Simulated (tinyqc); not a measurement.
Channel length: inversion-layer mobility, back-scattering and ballistic limit of a field-effect transistor. Computed by tinyqc, a small Python program. Command: `OMP_NUM_THREADS=1 python tinyqc.py 3016717 3016718 out.jsonl mos walk`. One thread of a shared host (Intel(R) Xeon(R) Processor @ 2.30GHz), about 0.01 s of CPU time with the checks.

The charge at the top of the source barrier is fixed by the gate; series resistance and short-channel effects are left out. F_j are Fermi integrals normalised to exp(eta) in the classical limit.

Inputs (values chosen for the exercise, modelled on a strained silicon n-channel):
```
quantity                                       value        unit
transport mass m                                 0.2         m_0
valley degeneracy g_v                              2           -
weight w of the inversion charge                 0.5           -
permittivity eps                                11.7           -
phonon mobility at 1 MV/cm and 300 K, mu_ph      600  cm^2/(V s)
roughness mobility at 1 MV/cm, mu_sr            2000  cm^2/(V s)
Coulomb mobility at N_inv = 1e12/cm^2, mu_C      830  cm^2/(V s)
electrical oxide thickness t_inv                 5.2          nm
depletion charge N_dep                       1.2e+12      1/cm^2
gate overdrive V_G - V_T                        0.99           V
drain voltage V_D                               0.05           V
exponent a of the critical length               0.78           -
temperature T                                    300           K
```

Statistics at the top of the barrier: Fermi-Dirac.

Constants: eps_0 = 8.8541878128e-12 F/m; e = 1.602176634e-19 C; m_0 = 9.1093837015e-31 kg; k_B = 1.380649e-23 J/K; hbar = 1.054571817e-34 J s; k_B = 8.617333262e-05 eV/K.

Method:
- N_inv = 3.9 eps_0 (V_G - V_T)/(e t_inv); effective field E_eff = e (N_dep + w N_inv)/(eps eps_0).
- mu_phonon = mu_ph (E_eff/1 MV/cm)^(-0.3) (T/300 K)^(-1.75); mu_rough = mu_sr (E_eff/1 MV/cm)^(-2); mu_Coulomb = mu_C (N_inv/1e12 cm^-2) (T/300 K); Matthiessen's rule adds 1/mu.
- F_j(eta) = (1/Gamma(j + 1)) int_0^infinity x^j/(1 + exp(x - eta)) dx, F_0 = ln(1 + exp(eta)). Integrals over x = E/(k_B T) use 160 Gauss-Legendre points in u = sqrt(x) from 0 to sqrt(max(eta, 0) + 32).
- Ballistic channel: N_2D = g_v m k_B T/(pi hbar^2), U = e V_D/(k_B T); eta_F solves N_inv = (N_2D/2)[F_0(eta_F) + F_0(eta_F - U)]; v_T = sqrt(2 k_B T/(pi m)); I/W = e (N_2D/2) v_T [F_1/2(eta_F) - F_1/2(eta_F - U)]; injection velocity v_T F_1/2(eta_F)/F_0(eta_F).
- Mean free path lambda = (2 k_B T/e)(mu/v_T) F_0(eta_0)/F_-1/2(eta_0), with eta_0 from N_inv = N_2D F_0(eta_0); critical length l = L (1 + U)^(-a), an empirical rule; back-scattering r = l/(l + lambda). Then eta solves N_inv = (N_2D/2)[(1 + r) F_0(eta) + (1 - r) F_0(eta - U)] and I/W = e (N_2D/2) v_T (1 - r)[F_1/2(eta) - F_1/2(eta - U)].
- The last column is the long-channel law e N_inv mu V/L with V = V_D - V_D^2/(2 V_ov) below pinch-off and V_ov/2 above, V_ov = V_G - V_T.

inversion density N_inv = 4.10331e+12 1/cm^2

effective mobility mu = 563.007 cm^2/(V s)

ballistic current I/W = 585.243 microampere/micrometre

Currents (microampere/micrometre):
```
L (nm)        r     I/W  ballistic ratio  long-channel law
5       0.06918  525.18          0.89736            3607.9
10      0.12941  475.94          0.81324            1803.9
20      0.22917  400.26          0.68392             902.0
40      0.37288  302.94          0.51763             451.0
80      0.54321  203.23          0.34725             225.5
160     0.70400  122.27          0.20893             112.7
400     0.85603   55.62          0.09504              45.1
1000    0.93697   23.53          0.04020              18.0
```

What does the comparison show, and why?

The current scales as L^-0.94 at the long end and as L^-0.14 at the short end, where it reaches 90 % of the ballistic 585. The long-channel law passes the ballistic limit between 20.0 and 40.0 nm and has no meaning below. At 1000 nm the model gives 1.30 times the long-channel law; the rule for l is a fit for short devices and fails wherever the model exceeds that law. Raising mu by 10 % at 20 nm raises I by 3.0 %.

Extremes, crossings and ranges named in words are read from the listed rows.
